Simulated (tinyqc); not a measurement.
Both saturation currents from two open-circuit voltages.

Inverse problem. Without shunt, at open circuit JL = J01 (exp(Voc/Vt) - 1) + J02 (exp(Voc/(2 Vt)) - 1). Find J01, J02 and the mean ideality (Voc2 - Voc1)/(Vt ln(JL2/JL1)).

Values chosen for this exercise:

| symbol | value | unit | meaning |
|---|---|---|---|
| T | 298.15 | K | temperature |

Constants: q = 1.602176634e-19 C, kB = 1.380649e-23 J/K, Vt = kB T/q. Results are converted to the units shown.

photocurrents (mA/cm^2): 48.8  488
Voc (V): 0.25812729  0.31740532

Solution. The relation is linear in J01 and J02, so two light levels give two equations; series resistance plays no part at open circuit.

J01 = 2.10e-6 A/cm^2
J02 = 2.20e-6 A/cm^2
mean ideality = 1.00

Program tinyqc, `OMP_NUM_THREADS=1 python tinyqc.py 2280041 2280042 out.jsonl`; Intel Xeon 2.30GHz, shared host, one thread, about 0.01 s.
